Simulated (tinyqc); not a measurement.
## Permittivity of the insulator from five potentials

Inverse problem. A node lies on a semiconductor-insulator interface. Steps: hs = tb/2 down into the semiconductor, ho = tox/1 up into the insulator, hy = L/5 sideways. The flux balance of its box reads eox (hy/ho)(above - node) + eps_r (hy/hs)(below - node) + [(eps_r hs + eox ho)/(2 hy)](left + right - 2 node) - q Na (hs/2) hy/eps0 = 0. Find eox.

Inputs (values chosen for the exercise); semiconductor permittivity close to that of gallium nitride: relative permittivity of the semiconductor eps_r = 9.48; half the body thickness tb = 5 nm; insulator thickness tox = 7.2 nm; channel length L = 40 nm; acceptor density of the depleted body Na = 5.2e17 cm^-3.

Constants: q = 1.602176634e-19 C, eps0 = 8.8541878128e-14 F/cm where lengths are in cm. Results are converted to the units shown.

psi (V): node 0.40819938, above 0.14, below 0.45615809, left 0.22468661, right 1.07

Solution. The balance is linear in eox.

eox = 25.0

Program tinyqc, `OMP_NUM_THREADS=1 python tinyqc.py 2480147 2480148 out.jsonl`; Intel Xeon 2.30GHz, shared host, one thread, about 0.1 s.
